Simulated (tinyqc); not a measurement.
# From critical C_s back to pull rate V

Model: crystal pulling from the melt: segregation, interface stability, heat balance and point-defect regime. Computed by tinyqc, a small Python program. Command: `OMP_NUM_THREADS=1 python tinyqc.py 3002429 3002430 out.jsonl pull inv`. One thread of a shared host (Intel(R) Xeon(R) Processor @ 2.30GHz), about 0.01 s of CPU time with the checks.

A dilute solute; steady pulling with a flat interface unless it is found unstable.

Inputs (values chosen for the exercise, for a model semiconductor): equilibrium coefficient k0 = 0.33; initial melt concentration C0 = 1.3e+16 1/cm^3; diffusivity in the melt D = 0.00024 cm^2/s; kinematic viscosity nu = 0.0028 cm^2/s; crystal rotation = 5 rpm; gradient in the melt G_L = 13 K/cm; latent heat per volume L = 4080 J/cm^3; melting point T_m = 1685 K; frozen fraction g = 0.75.

Loss from the melt surface: none.

Constants: k_B = 1.380649e-23 J/K.

Method:
- delta = 1.61 D^(1/3) nu^(1/6) omega^(-1/2), omega = 2 pi rpm/60; k_eff = k0/[k0 + (1 - k0) exp(-V delta/D)] (Burton, Prim and Slichter); the melt at the interface is enriched by k_eff/k0.
- Axial profile: C_s = k_eff C0 (1 - g)^(k_eff - 1); bulk melt C_L = C_s/k_eff. Usable fraction: the g at which C_s has changed by 30 % from its first value (0.99 at most).
- Liquidus slope per concentration (van 't Hoff): |m| = k_B T_m^2 (1 - k0)/L. Solute gradient at the interface: G_C = (V/D) C_s (1 - k0)/k0. Constitutional supercooling sets in when |m| G_C > G_L. Critical C_s from the equality.

Task: A run gave the result below. Find the pull rate V, known to lie between 0.56 and 0.99 mm/min.

critical C_s = 1.833283e+20 1/cm^3

Result:

Each step takes the trial c = (a f_b - b f_a)/(f_b - f_a), f being the result less the target and a, b, c the logarithms of the listed values; c replaces end b, the old b replaces a if the sign of f changed, and otherwise f_a is halved.

Scan of the range:
```
pull rate V (mm/min)  critical C_s (1/cm^3)
0.560                           2.55776e+20
0.616                           2.32523e+20
0.677                           2.11572e+20
0.745                           1.92261e+20
0.819                           1.74889e+20
0.900                           1.59149e+20
0.990                           1.44681e+20
```

False position (Illinois rule, in the logarithm of the input) inside the bracket:
```
step     end a     end b     trial  critical C_s (1/cm^3)
1     0.745000  0.819000  0.782176            1.83123e+20
2     0.745000  0.782176  0.780504            1.83515e+20
3     0.782176  0.780504  0.781300            1.83328e+20
4     0.780504  0.781300  0.781300            1.83328e+20
```

Critical C_s falls at every point of a 13-point scan of the range (every second point is shown), so one value fits; it is bracketed by 0.745 and 0.819. The scan shows a pure power law with exponent -1.000, so scaling from any one row also gives the answer directly. Answer: pull rate V = 0.7813 mm/min.
